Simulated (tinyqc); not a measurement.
Ellipsometry and reflectance of a transparent film on an absorbing substrate: two steps of the calculation.

Air (index 1), film, substrate with N2 = n2 - i k2; time factor exp(+i w t). q_j = sqrt(N_j^2 - sin^2 th), root with positive real part. Fresnel coefficients r_s = (q_a - q_b)/(q_a + q_b), r_p = (N_b^2 q_a - N_a^2 q_b)/(N_b^2 q_a + N_a^2 q_b). tan(Psi) exp(i Delta) = R_p/R_s, Delta taken from 0 to 360 degrees.

Parameters, values chosen for the exercise; indices close to those of titanium dioxide on silicon:
- lam = 546.1 nm (wavelength)
- th = 70 degrees (angle of incidence)
- n1 = 2.379 (index of the transparent film)
- d = 200 nm (film thickness)
- n2 = 4.086 (index of the substrate)
- k2 = 0.031 (extinction coefficient of the substrate)

Question 1. Interface coefficients and thickness period. q0, q1, q2 and the coefficients r01 and r12 for p and s; the results repeat in d with the period lam/(2 q1).

Wanted: q0; q1; q2; r01,p; r01,s; r12,p; r12,s; period.

Answer 1.

q0 = 0.3420
q1 = 2.186
q2 = 3.976-0.032i
r01,p = -0.06062
r01,s = -0.7294
r12,p = 0.2370-0.0034i
r12,s = -0.2907+0.0037i
period = 124.9 nm

Question 2. Psi, Delta and reflectances. beta = 2 pi d q1/lam, X = exp(-2 i beta), R = (r01 + r12 X)/(1 + r01 r12 X) for p and s.

q1 = 2.1855477
r01,p = -0.060621399
r01,s = -0.72936818
r12,p = 0.23704064-0.00338033i
r12,s = -0.29065954+0.00366684i

Give: beta; X; R_p; R_s; Psi; Delta; |R_p|^2; |R_s|^2.

Answer 2.

beta = 5.029 rad
X = -0.8059+0.5921i
R_p = -0.2480+0.1393i
R_s = -0.6164-0.1160i
Psi = 24.39 degrees
Delta = 320.0 degrees
|R_p|^2 = 0.08092
|R_s|^2 = 0.3935

The bare substrate gives Psi = 12.01 and Delta = 178.97 degrees.

Program tinyqc, `OMP_NUM_THREADS=1 python tinyqc.py 2870230 2870231 out.jsonl`; Intel Xeon 2.30GHz, shared host, one thread, about 0.01 s.
